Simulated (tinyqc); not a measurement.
Width of the well: quantum-confined Stark effect in a modulator well.

Envelopes on cells of 0.5 angstrom over the well |z| < L/2 and 45 angstrom of barrier on each side, psi = 0 beyond, psi'/m continuous (mean mass between points), c = hbar^2/2m0. The electron sees + e F z and the hole - e F z, each with its offset in the barriers; 1 kV/cm = 1e-5 eV/angstrom. Light holes, band mixing and escape by tunnelling are left out.

Exciton: in-plane function exp(-rho/lam), 1/mu = 1/me + 1/mp, E(lam) = c/(mu lam^2) - (q/eps) times the integral over k of Fm(k)(1 + (k lam/2)^2)^(-3/2), Fm(k) the double integral of psi_e^2 psi_h^2 exp(-k |z - z'|), q = e^2/(4 pi eps0); binding Eb = -E at the minimum. Line at Eg + E_e + E_h - Eb, strength proportional to overlap^2/lam^2.

Constants: hbar^2/2m0 = 3.80998211 eV angstrom^2; e^2/(4 pi eps0) = 14.39964547 eV angstrom; hc = 1239.841984 eV nm.

Inputs chosen for the exercise (near those of an InGaAsP well in InP; shifted at random, so the results belong to these values and not to a real crystal): Vc = 0.2 eV (conduction offset); Vv = 0.292 eV (heavy-hole offset); me = 0.0495 m0 (electron, well); meb = 0.0819 m0 (electron, barrier); mh = 0.346 m0 (heavy hole along z, well); mhb = 0.503 m0 (heavy hole, barrier); Eg = 0.867 eV (gap of the well); mp = 0.114 m0 (heavy hole in the plane); eps = 13.1 (dielectric constant); Ls = (56, 74, 92, 112, 136, 164) angstrom (widths); F_L = 88 kV/cm (field for this table).

Zero-field line, its shift at F_L and the relative strength.

Results:

| L (angstrom) | line at F = 0 (nm) | Eb (meV) | shift (meV) | relative strength | shift x strength (meV) |
|---|---|---|---|---|---|
| 56 | 1305.8 | 7.28 | -3.46 | 0.918 | 3.18 |
| 74 | 1342.6 | 6.94 | -7.02 | 0.776 | 5.44 |
| 92 | 1365.9 | 6.63 | -12.59 | 0.551 | 6.94 |
| 112 | 1383.1 | 6.33 | -21.07 | 0.304 | 6.41 |
| 164 | 1406.8 | 5.69 | -51.67 | 0.028 | 1.47 |

Give the missing row, L (angstrom) = 136.

Computed row:
```
L (angstrom)  line at F = 0 (nm)  Eb (meV)  shift (meV)  relative strength  shift x strength (meV)
136                       1396.6      6.01       -33.89              0.116                    3.93
```

The shift grows with exponent 2.53 in L over the first two rows and 2.25 over the last two, against 4 for hard walls at second order; leakage lowers it in narrow wells and saturation in wide ones. The strength falls from 0.92 to 0.03, and the product of the two is largest at 92 angstrom.

Run: tinyqc, `OMP_NUM_THREADS=1 python tinyqc.py 1250134 1250135 out.jsonl`; Intel(R) Xeon(R) Processor @ 2.30GHz, one thread, shared host; about 0.2 s of CPU time with all checks.
